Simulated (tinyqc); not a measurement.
CIS and TDHF on RHF in the 6-311g basis, for He, spin multiplicity 1, step by step. Computed by tinyqc, a small Python program that keeps every step (integrals from PySCF). Settings: charge = 0, multiplicity = 1, basis = 6-311g, method = RHF, energy threshold = 1e-10, iteration cap = 90, orthogonalisation = symmetric, start = Wolfsberg-Helmholz matrix, DIIS depth = 6, TDHF = 1. Command: `OMP_NUM_THREADS=1 python tinyqc.py 20713 20714 out.jsonl` (the two numbers bound the seeds that draw the settings). One thread of a shared host (Intel(R) Xeon(R) Processor @ 2.60GHz), about 0.05 s of CPU time with the checks. The early iterations of the SCF are left out here.

## One-electron integrals

Geometry (angstrom):
```
atom         x         y         z
He    0.000000  0.000000  0.000000
```

Basis 6-311g: exponents (1/bohr^2) and contraction coefficients of normalised primitives:
```
element  l (shell)   exponent  coefficient
He           s (1)  98.124300     0.028745
He           s (1)  14.768900     0.208061
He           s (1)   3.318830     0.837635
He           s (2)   0.874047     1.000000
He           s (3)   0.244564     1.000000
```

Overlap, kinetic and nuclear-attraction integrals over the contracted functions; the nuclear repulsion is the sum of Za Zb / Rab.

nuclear repulsion = 0 hartree

overlap S, order 1He 1s, 1He 2s, 1He 3s:
```
[[1.000000, 0.680472, 0.328596],
 [0.680472, 1.000000, 0.751574],
 [0.328596, 0.751574, 1.000000]]
```

kinetic energy T (hartree), order 1He 1s, 1He 2s, 1He 3s:
```
[[6.857100, 1.439474, 0.225603],
 [1.439474, 1.311071, 0.430865],
 [0.225603, 0.430865, 0.366846]]
```

nuclear attraction V (hartree), order 1He 1s, 1He 2s, 1He 3s:
```
[[-7.306289, -3.464825, -1.535069],
 [-3.464825, -2.983784, -1.793893],
 [-1.535069, -1.793893, -1.578325]]
```

core Hamiltonian H = T + V (hartree), order 1He 1s, 1He 2s, 1He 3s:
```
[[-0.449189, -2.025351, -1.309466],
 [-2.025351, -1.672714, -1.363028],
 [-1.309466, -1.363028, -1.211479]]
```

## Two-electron integrals

Functions are numbered as in S; the eight-fold symmetry (ij|kl) = (ji|kl) = (kl|ij) leaves the list below.

Two-electron integrals (ij|kl) in chemists' order, unique and non-zero (hartree):
```
(11|11) 2.395117   (21|11) 1.347337   (21|21) 0.798707   (22|11) 1.358411
(22|21) 0.863847   (22|22) 1.054927   (31|11) 0.614121   (31|21) 0.368625
(31|22) 0.406802   (31|31) 0.170715   (32|11) 0.842709   (32|21) 0.547009
(32|22) 0.700418   (32|31) 0.259418   (32|32) 0.476676   (33|11) 0.767030
(33|21) 0.510236   (33|22) 0.697580   (33|31) 0.244176   (33|32) 0.494732
(33|33) 0.558022
```

## Orthogonalisation

S = U s U^T; symmetric (Loewdin) form X = U s^(-1/2) U^T, so that X^T S X = 1.

eigenvalues of S: [0.135706, 0.673445, 2.190848]

X, order 1He 1s, 1He 2s, 1He 3s:
```
[[1.316564, -0.645914, 0.150682],
 [-0.645914, 1.855498, -0.771405],
 [0.150682, -0.771405, 1.436671]]
```

## Iteration 6 (converged): orbitals

converged F (hartree), order 1He 1s, 1He 2s, 1He 3s:
```
[[1.373498, -1.206232, -1.105840],
 [-1.206232, -0.594454, -0.698399],
 [-1.105840, -0.698399, -0.371933]]
```

Diagonalise F' = X^T F X, C = X C', fill 1 alpha and 1 beta electrons from the bottom; D = 2 C_occ C_occ^T. Each column has its largest component positive (the first on a tie).

F' = X^T F X (hartree):
```
[[3.873005, -3.174781, -0.149278],
 [-3.174781, 2.093696, -0.931509],
 [-0.149278, -0.931509, 0.259407]]
```

orbital energies (hartree): [-0.916871, 0.829434, 6.313546]

coefficients C, order 1He 1s, 1He 2s, 1He 3s:
```
[[0.263558, -0.137951, -1.443869],
 [0.487487, -1.153994, 1.698764],
 [0.397446, 1.427937, -0.696296]]
```

D after iteration 6, order 1He 1s, 1He 2s, 1He 3s:
```
[[0.138926, 0.256962, 0.209500],
 [0.256962, 0.475287, 0.387499],
 [0.209500, 0.387499, 0.315926]]
```

## Convergence

Stop when the energy changes by less than 1e-10 hartree and every element of the error matrix X^T (F D S - S D F) X is below 3e-06.

Course of the cycle:
```
iteration  E (hartree)     change  largest element of the error matrix
1          -2.19269352          -                             2.05e+00
2          -2.85664915  -6.64e-01                             1.61e-01
3          -2.85989379  -3.24e-03                             2.25e-03
4          -2.85989541  -1.61e-06                             2.09e-04
5          -2.85989542  -1.83e-08                             1.71e-07
6          -2.85989542  -1.11e-14                             6.86e-08
```

PySCF RHF in the same basis = -2.85989542 hartree

Converged in 6 iterations.

## Integrals over molecular orbitals

(pq|rs) = sum C_ip C_jq C_kr C_ls (ij|kl), one index at a time.

one-electron integrals over orbitals h = C^T H C (hartree):
```
[[-1.943024, 0.277318, 0.173910],
 [0.277318, -0.343196, -0.333392],
 [0.173910, -0.333392, 4.176135]]
```

Two-electron integrals over orbitals (pq|rs), unique and non-zero (hartree):
```
(11|11) 1.026153    (21|11) -0.277318   (21|21) 0.146549    (22|11) 0.659589
(22|21) -0.113630   (22|22) 0.506646    (31|11) -0.173910   (31|21) 0.125599
(31|22) -0.078781   (31|31) 0.216548    (32|11) 0.229495    (32|21) -0.120916
(32|22) 0.102674    (32|31) -0.148688   (32|32) 0.127591    (33|11) 1.176980
(33|21) -0.380997   (33|22) 0.727303    (33|31) -0.386668   (33|32) 0.380658
(33|33) 1.599956
```

## CIS matrix, singlets

A(ia,jb) = (e_a - e_i) d_ij d_ab + 2 (ia|jb) - (ij|ab).

CIS matrix A, singlet (hartree), order 1>2, 1>3:
```
[[1.379813, 0.021703],
 [0.021703, 6.486534]]
```

## CIS singlet states

dipole integrals <i|r|a> (bohr), order 1>2, 1>3:
```
[[0.000000, 0.000000, 0.000000],
 [0.000000, 0.000000, 0.000000]]
```

Diagonalise A (1 hartree = 27.211386 eV); each vector has its largest component positive (the first on a tie). The transition dipole is mu = sqrt2 sum c_ia <i|r|a>.

singlet excitation energies (eV): [37.544127, 176.510085]

lowest vectors, order 1>2, 1>3:
```
[[0.999991, 0.004250],
 [-0.004250, 0.999991]]
```

oscillator strengths 2/3 w |mu|^2: [0.000000, 0.000000]

## TDHF (RPA) singlet states

B(ia,jb) = 2 (ia|jb) - (ib|ja); the squared energies are the eigenvalues of (A - B)(A + B); 1 hartree = 27.211386 eV.

TDHF matrix B, singlet (hartree), order 1>2, 1>3:
```
[[0.146549, 0.125599],
 [0.125599, 0.216548]]
```

squared energies w^2 (hartree^2): [1.876916, 42.003112]

TDHF energies from the positive w^2 (eV): [37.279757, 176.356471]

## CIS matrix, triplets

A(ia,jb) = (e_a - e_i) d_ij d_ab - (ij|ab).

CIS matrix A, triplet (hartree), order 1>2, 1>3:
```
[[1.086715, -0.229495],
 [-0.229495, 6.053438]]
```

## CIS triplet states

Diagonalise A (1 hartree = 27.211386 eV); each vector has its largest component positive (the first on a tie).

triplet excitation energies (eV): [29.283092, 165.010372]

lowest vectors, order 1>2, 1>3:
```
[[0.998939, -0.046059],
 [0.046059, 0.998939]]
```

## TDHF (RPA) triplet states

B(ia,jb) = - (ib|ja); the squared energies are the eigenvalues of (A - B)(A + B); 1 hartree = 27.211386 eV.

TDHF matrix B, triplet (hartree), order 1>2, 1>3:
```
[[-0.146549, -0.125599],
 [-0.125599, -0.216548]]
```

squared energies w^2 (hartree^2): [1.128007, 36.702468]

TDHF energies from the positive w^2 (eV): [28.900575, 164.853548]
